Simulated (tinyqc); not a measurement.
The decay curve: photoconductance decay in a wafer: bulk and surface recombination modes, and iron detection by pair splitting. Computed by tinyqc, a small Python program. Command: `OMP_NUM_THREADS=1 python tinyqc.py 3113871 3113872 out.jsonl pcd walk`. One thread of a shared host (Intel(R) Xeon(R) Processor @ 2.30GHz), about 0.01 s of CPU time with the checks.

Both faces of the wafer have the same S; injection is low and all coefficients are constant. x runs from -W/2 to W/2.

Inputs (values chosen for the exercise, modelled on p-type silicon):

| quantity | value | unit |
|---|---|---|
| thickness W | 200 | micrometre |
| diffusivity D | 21.5 | cm^2/s |
| bulk lifetime tau_b without iron | 380 | microsecond |
| surface recombination velocity S | 2.3 | cm/s |
| absorption coefficient alpha | 370 | 1/cm |

Method:
- Even modes cos(a x) obey b tan b = S W/(2 D) with b = a W/2, odd modes sin(a x) obey -b cot b = S W/(2 D); each decays at the rate 1/tau_b + D a^2.
- tau_eff is the decay time of the first mode. The surface time is 1/(D a^2) of that mode; shortcuts for it are W/(2 S), W^2/(pi^2 D) and their sum, whose error is sum/surface time - 1.
- Light from one face makes n(x, 0) proportional to exp(-alpha (x + W/2)). Only even modes carry the thickness average: weight c_n = [sin b/b] int n cos(a x) dx / (int cos^2(a x) dx x mean n), with int exp(-alpha (x + W/2)) cos(a x) dx = [alpha cos b (1 - E) + a sin b (1 + E)]/(alpha^2 + a^2), E = exp(-alpha W), and int cos^2 = W/2 + sin(2 b)/(2 a).
- Mean density = sum_n c_n exp(-t/tau_n) over 60 modes; the local decay time is -1/(d ln n/dt).

W^2/(pi^2 D) = 1.88505 microsecond

tau_eff = 349.467 microsecond

Decay:

| t / (W^2/(pi^2 D)) | t (microsecond) | mean density/start | local decay time (microsecond) |
|---|---|---|---|
| 0.02 | 0.0377 | 0.99988 | 308.74 |
| 0.05 | 0.0943 | 0.99970 | 317.92 |
| 0.10 | 0.1885 | 0.99940 | 326.12 |
| 0.20 | 0.3770 | 0.99883 | 334.84 |
| 0.50 | 0.9425 | 0.99718 | 345.10 |
| 1.00 | 1.8850 | 0.99448 | 348.87 |
| 2.00 | 3.7701 | 0.98913 | 349.46 |

What does the comparison show, and why?

The local decay time goes from 309 to 349 microsecond against tau_eff = 349.
